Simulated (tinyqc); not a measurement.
Pressure and uniformity: chemical vapour deposition: Grove model, boundary layer, depletion and step coverage. Computed by tinyqc, a small Python program. Command: `OMP_NUM_THREADS=1 python tinyqc.py 3017263 3017264 out.jsonl cvd walk`. One thread of a shared host (Intel(R) Xeon(R) Processor @ 2.30GHz), about 0.03 s of CPU time with the checks.

A precursor diffuses to the surface and reacts there at first order; each molecule that reacts adds one formula unit of film.

Inputs (values chosen for the exercise, close to those used for polysilicon from silane): prefactor k0 of k_s = 2.9e+08 cm/s; activation energy E = 1.66 eV; temperature T = 640 C; total pressure p = 0.71 torr; mole fraction of the precursor Y = 0.12; gas diffusivity D0 at 273.15 K and 760 torr = 0.45 cm^2/s; film density N = 5e+22 formula units/cm^3; precursor mass M = 32 u; wafer radius R = 10 cm; wafer spacing s = 0.6 cm.

Reactor: wafer stack, low pressure.

Constants: k_B = 1.380649e-23 J/K; u = 1.6605390666e-27 kg; k_B = 8.617333262e-05 eV/K.

Method:
- k_s = k0 exp(-E/(k_B T)); C_g = Y p/(k_B T), 1 torr = 133.322 Pa; D = D0 (T/273.15)^1.75 (760/p).
- Temperatures in kelvin are T(C) + 273.15.
- Mean speed c = sqrt(8 k_B T/(pi M)); reactive sticking probability beta = 4 k_s/c.
- Between two wafers the gas diffuses inward and reacts on both faces: (D/r) d/dr (r dC/dr) = 2 k_s C/s, so C(r)/C_g = I0(phi r/R)/I0(phi) with phi^2 = 2 k_s R^2/(s D); G(r) = k_s C(r)/N, 1 cm/s = 6e8 nm/min; the mean over the wafer is eta = 2 I1(phi)/(phi I0(phi)).

gas diffusivity D = 3981.20 cm^2/s

surface rate constant k_s = 0.199834 cm/s

precursor density C_g = 9.00982e+14 1/cm^3

Effect of the total pressure at fixed Y:
```
p (torr)  D (cm^2/s)     phi  centre/edge  G at the edge (nm/min)
0.05      5.6533e+04  0.0343      0.99971              1.5215e-01
0.1       2.8267e+04  0.0485      0.99941              3.0430e-01
0.3       9.4222e+03  0.0841      0.99823              9.1291e-01
1         2.8267e+03  0.1535      0.99413              3.0430e+00
3         9.4222e+02  0.2659      0.98256              9.1291e+00
10        2.8267e+02  0.4854      0.94359              3.0430e+01
30        9.4222e+01  0.8408      0.84409              9.1291e+01
100       2.8267e+01  1.5351      0.59460              3.0430e+02
```

What does the comparison show, and why?

D scales as 1/p and phi as sqrt(p), while the edge rate grows as p. The centre stays within 5 % of the edge up to 3 torr: low pressure trades rate for uniformity and lets wafers stand close together. Caution: at the lowest pressures the mean free path exceeds the wafer spacing, so D stops growing as 1/p.

Extremes, crossings and ranges named in words are read from the listed rows.
